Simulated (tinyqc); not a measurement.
Changing the temperature of use T: self-consistent Fermi level with native defects, at growth and after a quench. Computed by tinyqc, a small Python program. Command: `OMP_NUM_THREADS=1 python tinyqc.py 3023026 3023027 out.jsonl scfermi sweep`. One thread of a shared host (Intel(R) Xeon(R) Processor @ 2.30GHz), about 0.1 s of CPU time with the checks.

Energies are counted from the top of the valence band (VBM); when the gap shrinks with temperature the conduction band moves and the levels stay. D and A draw on one reservoir with opposite signs, as the two vacancies of a compound do.

Inputs (values chosen for the exercise, for a model semiconductor):
```
quantity                                value   unit
gap E_g at 300 K                         2.38     eV
slope -dE_g/dT above 300 K            0.00035   eV/K
electron mass m_e                         0.2    m_0
valleys M_c                                 1      -
hole mass m_h                           0.811    m_0
E_f of the neutral native donor D       3.311     eV
E_f of the neutral native acceptor A    2.323     eV
shift s of the chemical potential       0.071     eV
site density N_s                      4.2e+22  cm^-3
growth temperature T_g                   1150      K
```

Added shallow dopant: none.

levels of D above the VBM, most positive state first (eV): 1.46  1.64

levels of A above the VBM, (0/-1) first (eV): 0.688  0.887

Constants: m_0 = 9.1093837015e-31 kg; k_B = 1.380649e-23 J/K; h = 6.62607015e-34 J s; k_B = 8.617333262e-05 eV/K.

Method:
- E_f(D, 0) = input + s and E_f(A, 0) = input - s; E_f(q, E_F = 0) follows from the levels, eps(q/q-1) = E_f(q - 1) - E_f(q) at E_F = 0.
- E_g(T) = E_g - slope x max(0, T - 300 K).
- N_c = 2 M_c (2 pi m_e k_B T/h^2)^(3/2) and N_v = 2 (2 pi m_h k_B T/h^2)^(3/2), masses in units of m_0.
- At growth T = T_g.
- n = N_c F_1/2((E_F - E_g)/k_B T), p = N_v F_1/2(-E_F/k_B T).
- F_1/2(eta) = (2/sqrt(pi)) int_0^infinity sqrt(x)/(1 + exp(x - eta)) dx, by the trapezoid rule in t = sqrt(x) with step 0.02 up to t = 12 (for eta < -12 by exp(eta) - exp(2 eta)/2^(3/2)).
- In equilibrium c_q = N_s exp(-(E_f(q, 0) + q E_F)/k_B T).
- Net charge = p - n + sum q c_q; the log ratio is ln(positive charge/negative charge).
- E_F is the root of the log ratio, by 50 bisections between -0.5 eV and E_g + 0.5 eV.
- After a quench the totals of D and A stay as grown, and each is shared among its charge states with weights exp(-(E_f(q, 0) + q E_F)/k_B T).

One run for each value; columns: (1) temperature of use T (K); (2) E_F after the quench (eV); (3) n after the quench (cm^-3); (4) p after the quench (cm^-3); (5) total D (cm^-3); (6) total A (cm^-3):
```
(1)      (2)         (3)         (4)         (5)         (6)
150  0.60689  2.1171e-42  2.6358e-02  1.4032e+12  1.4931e+15
210  0.57445  6.1294e-26  1.7563e+05  1.4032e+12  1.4931e+15
280  0.53663  1.3395e-15  3.6247e+09  1.4032e+12  1.4931e+15
340  0.50994  8.3260e-10  6.1084e+11  1.4032e+12  1.4931e+15
410  0.52279  1.5804e-04  1.0975e+13  1.4032e+12  1.4931e+15
470  0.55017  4.5762e-01  4.5299e+13  1.4032e+12  1.4931e+15
540  0.58643  6.0080e+02  1.4891e+14  1.4032e+12  1.4931e+15
600  0.62044  8.0345e+04  3.1856e+14  1.4032e+12  1.4931e+15
```

What does the table show, and why?

Over the rows, E_F after the quench (eV) goes from 0.607 through a minimum among these rows, 0.510 at 340, to 0.620. The frozen totals stay; only their charge states and the carriers answer to T. Densities far below 1 cm^-3 are nominal.

Extremes, crossings and ranges named in words are read from the listed rows.
